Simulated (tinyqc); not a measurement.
Tight binding, dimerised chain, step by step. One step of it, computed by the program tinyqc.

Question. Levels at X. Diagonalise the Hermitian matrix.

H(k) at X (eV):
```
,A,B
A,0.000000,0.870000
B,0.870000,0.000000
```

Give: eigenvalues; weights |c|^2 of the basis functions.

Answer.

eigenvalues (eV): -0.8700  0.8700

weights |c|^2 of the basis functions:
```
,band 1,band 2
A,0.5000,0.5000
B,0.5000,0.5000
```
